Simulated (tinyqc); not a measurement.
Speciation in dilute and buffered hydrofluoric acid, oxide etch rate and bath loading: one step, computed by the program tinyqc.

Concentrations stand for activities, NH4+ and Cl- are spectators, and water ionisation is neglected. H, F and HF2 denote the ions H+, F- and HF2-. The base temperature is 298 K.

Problem. One trial. Fluoride balance: [HF] + [F] + 2 [HF2] + 2 [H2F2] = HF added + NH4F added. Acid balance: [H] + [HF] + [HF2] + 2 [H2F2] = HF added + HCl added. For a trial [H], [HF] = [H][F]/K1, and the fluoride balance is a quadratic in [F]. Take pH = 3. The residual is the left side of the acid balance less the right.

Inputs (values chosen for the exercise, of the order of those for thermal oxide at room temperature):
```
quantity,value,unit
HF added,0.03,mol/L
NH4F added,0,mol/L
HCl added,0.67,mol/L
K1 = [H][F]/[HF],0.000655,mol/L
K2 = [HF2]/([HF][F]),4.14,L/mol
K3 = [H2F2]/[HF]^2,3.04,L/mol
```

Give: [F]; [HF]; [HF2]; [H2F2]; residual.

Solution.

[F] = 0.010666 mol/L

[HF] = 0.016284 mol/L

[HF2] = 7.1904e-04 mol/L

[H2F2] = 8.0610e-04 mol/L

residual = -0.68038 mol/L

The residual is negative, so the pH lies below 3.
